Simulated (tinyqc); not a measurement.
What each parameter does: six-band hole subbands of a thin body in a field.

Basis X, Y, Z times spin, hole energies counted downwards from the unstrained edge (the hydrostatic shift is left out), c = hbar^2/2m0. For a symmetric tensor T let C(T) have C_XX = L Txx + M (Tyy + Tzz), C_XY = N Txy (cyclic), L = c (g1 + 4 g2), M = c (g1 - 2 g2), N = 6 c g3. k = q + kz n, n the unit normal, q = k1 u + k2 v with u along the channel [1-10] and v = n x u. H = C(k k^T) + (Dso/3)(1 - L.sigma) - B + e F z with (L_k)_ij = -i epsilon_kij; B is the block C built from the traceless strain with 2b, -b and sqrt(3) d in place of L, M, N. Strain: exx = eyy = (s11 + s12) sx/2, ezz = s12 sx, exy = -s44 sx/4. Hard walls at z = 0 and t; basis sin(j pi z/t), j = 1 to Nz: kz^2 = (j pi/t)^2, kz = -i D with D_jl = 4 j l/(t (j^2 - l^2)), z_jj = t/2 and z_jl = -8 t j l/(pi (j^2 - l^2))^2 for j + l odd; 1 MV/cm = 0.01 eV/angstrom.

Nz = 14. E1 is the top subband at q = 0, gap the distance to the next pair, and the masses are c q^2/(E(q) - E1) at |q| = 0.02 1/angstrom (mean of the spin pair) along the channel [1-10] and across it in the plane; a dash marks a band that does not rise.

Constants: hbar^2/2m0 = 3.80998211 eV angstrom^2.

Inputs chosen for the exercise (near those of a p-type Ge channel; the results hold for these values, not for the real material):
```
symbol  value                unit      meaning
g1      13.44                          Luttinger gamma1
g2      4.24                           gamma2
g3      5.71                           gamma3
Dso     0.289                eV        spin-orbit splitting
b       -2.56                eV        tetragonal potential
d       -5.21                eV        trigonal potential
S       (9.7, -2.64, 15.13)  1/TPa     compliances s11, s12, s44
face    110                            surface
t       75                   angstrom  body thickness
F       0                    MV/cm     field across the body
sx      0                    GPa       stress along the channel [1-10], negative in compression
```

Six bands. Each row changes one parameter from the base and keeps the others.

Results:
```
case             E1 (meV)  gap (meV)  m channel (m0)  m across (m0)
base                 16.8       38.7           0.054          0.094
t = 85 angstrom      13.3       32.4           0.057          0.095
F = 0.3 MV/cm        97.3       58.6           0.053          0.124
sx = -0.5 GPa         5.3       33.0           0.045          0.117
g3 = 5.31            21.6       58.1           0.058          0.087
g2 = 4.88            15.8       43.2           0.062          0.087
Dso = 0.433 eV       17.2       43.2           0.054          0.089
d = -4.17 eV         16.8       38.7           0.054          0.094
```

The largest shifts from the base row, up to three for each result and ties (the steps differ in size, so this ranks the rows, not the parameters). E1 (meV): F +80.5, sx -11.5, g3 +4.7; unchanged at the printed digits by d. gap (meV): F +19.9, g3 +19.3, t -6.3; unchanged at the printed digits by d. m channel (m0): sx -0.009, g2 +0.008, g3 +0.004; unchanged at the printed digits by Dso and d. m across (m0): F +0.030, sx +0.024, g3 -0.007; unchanged at the printed digits by d.

tinyqc: `OMP_NUM_THREADS=1 python tinyqc.py 1251234 1251235 out.jsonl`; about 0.4 s, one thread, shared Intel(R) Xeon(R) Processor @ 2.30GHz.
